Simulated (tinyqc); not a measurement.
Minority-electron transport through the base of a bipolar transistor (Moll-Ross and Kroemer integrals): one step, computed by the program tinyqc.

Low injection, one dimension, x from the emitter edge (0) to the collector edge (W), s = x/W. Recombination is treated as a small correction (valid for tau_B well below tau_n), computed from the stored charge.

Problem. Profile and built-in field. N(x) = N_0 (ratio)^(-s^2); n_i(x)^2 = n_i^2 exp(s dE_g/k_B T); D(x) = (k_B T/e) mu, mu = mu_min + (mu_max - mu_min)/(1 + (N/N_ref)^0.7). Field that drives electrons towards the collector, averaged over the base: (k_B T/e) ln[N_0 n_i(W)^2/(N(W) n_i^2)]/W.

Inputs (values chosen for the exercise, modelled on GaAs):
```
quantity                               value        unit
base doping at the emitter edge N_0  2.4e+19      1/cm^3
base width W                              33          nm
mu_min                                  1100  cm^2/(V s)
mu_max                                  7140  cm^2/(V s)
N_ref                                2.1e+17      1/cm^3
temperature T                            300           K
doping ratio N_0/N(W)                     58           -
gap narrowing across the base dE_g        91         meV
```

Base doping profile: Gaussian. Gap grading: linear. Exit of the base: saturation velocity.

Constants: k_B = 8.617333262e-05 eV/K.

Give: Across the base; drift factor eta (potential drop in k_B T/e); mean built-in field.

Solution.

Across the base:
```
s    N (1/cm^3)  n_i(x)^2/n_i^2  D (cm^2/s)  y (s/cm^5)
0.0  2.4000e+19           1.000      33.901  7.0795e+17
0.2  2.0402e+19           2.022      34.533  2.9221e+17
0.4  1.2533e+19           4.088      36.877  8.3142e+16
0.6  5.5639e+18           8.265      42.745  1.5749e+16
0.8  1.7849e+18          16.710      56.969  1.8750e+15
1.0  4.1379e+17          33.786      88.317  1.3868e+14
```

drift factor eta (potential drop in k_B T/e) = 7.5805

mean built-in field = 59.385 kV/cm
